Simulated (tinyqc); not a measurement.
Thin-body transistor below threshold, two-dimensional Poisson equation on a small mesh: one step of the calculation.

A thin body on a thick buried insulator of low permittivity, taken as carrying no normal field at the bottom of the body (row 0). Mobile charge is neglected (subthreshold), the body is fully depleted, and potentials are counted from the intrinsic level; rows run upward to the gate, columns from source to drain.

Question. Barrier, swing and barrier lowering. The barrier is read along row 0, the path farthest from the gate. Take the node j of lowest psi: barrier Vbi - psi_j; swing Vt ln 10/(d psi_j/dVg); DIBL = (d psi_j/dVd)/(d psi_j/dVg). The derivatives solve the same equations with s = 0 and a unit change of that voltage.

Parameters, values chosen for the exercise: temperature T = 300 K; potential of the source Vbi = 0.54 V.

Constants: q = 1.602176634e-19 C, kB = 1.380649e-23 J/K, Vt = kB T/q. Results are converted to the units shown.

converged psi (V):
```
,j=0,j=1,j=2,j=3,j=4,j=5
row 0,0.5400000,0.3600122,0.2975391,0.3721344,0.6126992,1.0400000
row 1,0.5400000,0.3316763,0.2644883,0.3321147,0.5676722,1.0400000
row 2,0.5400000,0.2352773,0.1664228,0.2111098,0.4084619,1.0400000
row 3,0.2750000,0.1370947,0.0977299,0.1232485,0.2352940,0.5250000
row 4,0.0100000,0.0100000,0.0100000,0.0100000,0.0100000,0.0100000
```

d psi/dVg on row 0: j=0 0.00000000, j=1 0.38928755, j=2 0.58354261, j=3 0.58354261, j=4 0.38928755, j=5 0.00000000
d psi/dVd on row 0: j=0 0.0000000, j=1 0.0526693, j=2 0.1336334, j=3 0.2828240, j=4 0.5580432, j=5 1.0000000

Wanted: j; barrier; swing; DIBL.

Answer.

j = 2
barrier = 0.24246 V
swing = 102.01 mV/decade
DIBL = 229.00 mV/V

tinyqc, about 0.1 s, one thread, Intel Xeon 2.30GHz (shared host): `OMP_NUM_THREADS=1 python tinyqc.py 2480164 2480165 out.jsonl`
